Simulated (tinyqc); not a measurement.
Electron mobility in a silicon inversion layer, empirical terms and Matthiessen rule: one step of the calculation.

Inversion layer of sheet density Ns on a uniformly doped body, under a high-permittivity gate with an interlayer. The mobility terms are empirical power laws with prefactors chosen for the exercise; adding their inverses (Matthiessen) is itself an approximation.

Task. Inversion density for the measured current. I = (W/L) q Ns mu Vd. E = q (Ndep + eta Ns)/(eps0 eps_r) in MV/cm. With t = T/(300 K): muC = Ac (Ns/1e12 cm^-2) t/(Nb/1e17 cm^-3 + Nit/1e11 cm^-2), muP = Ap E^(-1/3) t^(-1.75), muS = As E^(-gs), muR = Ar exp(2 ti/lr)/t; 1/mu is the sum of the inverses. Ns(new) = I/((W/L) q mu Vd).

Parameters, values chosen for the exercise; material values close to those of silicon: temperature T = 300 K; relative permittivity of the semiconductor eps_r = 11.6; body doping Nb = 5.8e16 cm^-3; weight of the inversion charge in the effective field eta = 0.5; phonon-limited mobility at 1 MV/cm and 300 K Ap = 458 cm^2/(V s); roughness-limited mobility at 1 MV/cm As = 1140 cm^2/(V s); exponent of the roughness term gs = 2; Coulomb prefactor Ac = 2700 cm^2/(V s); charge at the interface Nit = 2e11 cm^-2; remote-phonon mobility without interlayer Ar = 170 cm^2/(V s); interlayer thickness ti = 1 nm; decay length of remote phonons lr = 0.6 nm; ratio W/L WL = 5; drain voltage Vd = 0.01 V; measured linear current I = 24.8 uA.

Constants: q = 1.602176634e-19 C, eps0 = 8.8541878128e-14 F/cm where lengths are in cm. Results are converted to the units shown.

Ns after iteration 1 = 8.1751428e12 cm^-2
Ndep = 8.9657239e11 cm^-2

Give: E; mu; Ns after iteration 2.

Result.

E = 0.7775 MV/cm
mu = 349.1 cm^2/(V s)
Ns after iteration 2 = 8.868e12 cm^-2

Numbers from tinyqc (`OMP_NUM_THREADS=1 python tinyqc.py 2510077 2510078 out.jsonl`; about 0.01 s on one thread of a shared Intel Xeon 2.30GHz).
